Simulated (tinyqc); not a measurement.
Heisenberg magnet: exchange from energy differences, ordering vector, linear spin waves and ordering temperature. Inputs raised by 5 %, one at a time. Computed by tinyqc, a small Python program. Command: `OMP_NUM_THREADS=1 python tinyqc.py 3011182 3011183 out.jsonl magnon sens`. One thread of a shared host (Intel(R) Xeon(R) Processor @ 2.30GHz), about 0.6 s of CPU time with the checks.

H = -sum over pairs <ij> J_ij S_i.S_j - K sum_i (S_i^z)^2, each pair once, J > 0 ferromagnetic. First neighbours: 6 at a (1, 0, 0), second: 12 at a (1, 1, 0), with all permutations and signs.

Inputs (values chosen for the exercise, for a model magnet):
```
quantity                 value      unit
exchange J1              -2.13       meV
exchange J2               0.53       meV
spin S                       1         -
single-ion anisotropy K  0.052       meV
lattice constant a        3.96  angstrom
mesh divisions n            16         -
temperature T               29         K
```

Lattice: simple cubic. Order: Neel (nearest neighbours antiparallel).

Constants: k_B = 8.617333262e-05 eV/K.

Method:
- g_s(q) = sum over shell s of cos(q.R), z1 = g1(0). A(q) = S [-J1 g1(0) + J2 (g2(0) - g2(q))] + (2S - 1) K, B(q) = S J1 g1(q), E(q) = sqrt(A^2 - B^2). The factor 2S - 1 removes the anisotropy for S = 1/2.
- sum R_x^2 over the shells is s1 = 2 a^2 and s2 = 8 a^2. Without K, E = c q with c = S sqrt(z1 |J1| (|J1| s1 + J2 s2)); the gap is E(0) = sqrt(k (k + 2 S z1 |J1|)), k = (2S - 1) K.
- J(q) = J1 g1(q) + J2 g2(q), g_s(q) = sum over shell s of cos(q.R).
- Mesh: q = sum_i (m_i + 1/2)/n b_i, m_i = 0..n-1, b = [[1, 0, 0], [0, 1, 0], [0, 0, 1]] in 2 pi/a; <..> is the mean over the mesh.
- n = 1/(exp(E/(k_B T)) - 1); zero-point loss <A/(2E) - 1/2>, thermal loss <(A/E) n>; moment = S less the losses.
- K left out. Mean field: k_B T = S (S + 1) J(Q)/3 at the ordering vector Q; random-phase (Tyablikov): k_B T = [S (S + 1)/3] / <1/(J(Q) - J(q))>; Curie-Weiss theta = S (S + 1) J(0)/(3 k_B).

Runs:
```
input moved                     from       to  spin-wave velocity c (meV angstrom)  gap (meV)  thermal loss  random-phase ordering temperature (K)
base run                           -        -                                41.27      1.154      0.007814                                  115.0
exchange J1 (meV)              -2.13  -2.2365                                42.82      1.182      0.007117                                  118.4
exchange J2 (meV)               0.53   0.5565                                41.78      1.154      0.007443                                  117.3
spin S                             1     1.05                                43.34      1.240      0.006726                                  123.8
single-ion anisotropy K (meV)  0.052   0.0546                                41.27      1.183      0.007778                                  115.0
lattice constant a (angstrom)   3.96    4.158                                43.34      1.154      0.007814                                  115.0
temperature T (K)                 29    30.45                                41.27      1.154      0.009033                                  115.0
```

Exponents ln(y'/y) / ln(x'/x):
```
input                    spin-wave velocity c    gap  thermal loss  random-phase ordering temperature
exchange J1                             0.754  0.499        -1.914                              0.607
exchange J2                             0.252  0.000        -0.996                              0.404
spin S                                  1.000  1.478        -3.073                              1.506
single-ion anisotropy K                 0.000  0.501        -0.095                              0.000
lattice constant a                      1.000  0.000         0.000                              0.000
temperature T                           0.000  0.000         2.973                              0.000
```

Among the inputs moved here: spin-wave velocity c answers most in size to spin S (exponent +1.000), and about equally to lattice constant a (+1.000); its exponent is below 0.0005 for single-ion anisotropy K, temperature T. Its exponent +1.000 in spin S: linear spin waves scale with S. Its exponent +1.000 in lattice constant a: c carries one power of R. gap answers most in size to spin S (exponent +1.478), next to single-ion anisotropy K (+0.501); its exponent is below 0.0005 for exchange J2, lattice constant a, temperature T. Its exponent +0.501 in single-ion anisotropy K: the gap of an antiferromagnet is the root of anisotropy times exchange. Thermal loss answers most in size to spin S (exponent -3.073), next to temperature T (+2.973); its exponent is below 0.0005 for lattice constant a. Random-phase ordering temperature answers most in size to spin S (exponent +1.506), next to exchange J1 (+0.607); its exponent is below 0.0005 for single-ion anisotropy K, lattice constant a, temperature T.

Caution (all rows): doubling the mesh changes the thermal sum by more than 3 %, so it is not fully converged.
